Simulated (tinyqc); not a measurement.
Three-band (Emery) model of a CuO2 plane downfolded to one band: one step. Exact levels. Three cases, with inputs chosen for the exercise.

Problem. Diagonalise.

Give: levels; weights of the top band.

Case 1.

H (eV), lower triangle:
```
            d         px         py
d           0
px   2.679497  -1.900000
py  -2.663486  -2.469482  -1.900000
```

Solution.

levels (eV): -4.3696  -3.5040  4.0735

weights of the top band: d 0.4624, px 0.2695, py 0.2681

Case 2.

H (eV), lower triangle:
```
            d         px         py
d           0
px   2.800425  -2.600000
py  -2.862608  -0.927838  -2.600000
```

Solution.

levels (eV): -4.9274  -3.5275  3.2548

weights of the top band: d 0.6022, px 0.1957, py 0.2021

Case 3.

H (eV), lower triangle:
```
            d         px         py
d           0
px   2.162810  -3.000000
py  -1.441660  -1.942048  -3.000000
```

Solution.

levels (eV): -5.0190  -3.0774  2.0964

weights of the top band: d 0.6031, px 0.2338, py 0.1632

Computed by tinyqc, one run a case: `OMP_NUM_THREADS=1 python tinyqc.py N N+1 out.jsonl` with N = 1451493, 1451640, 1451951; one thread of a shared Intel(R) Xeon(R) Processor @ 2.30GHz, about 0.04 s a run at most.
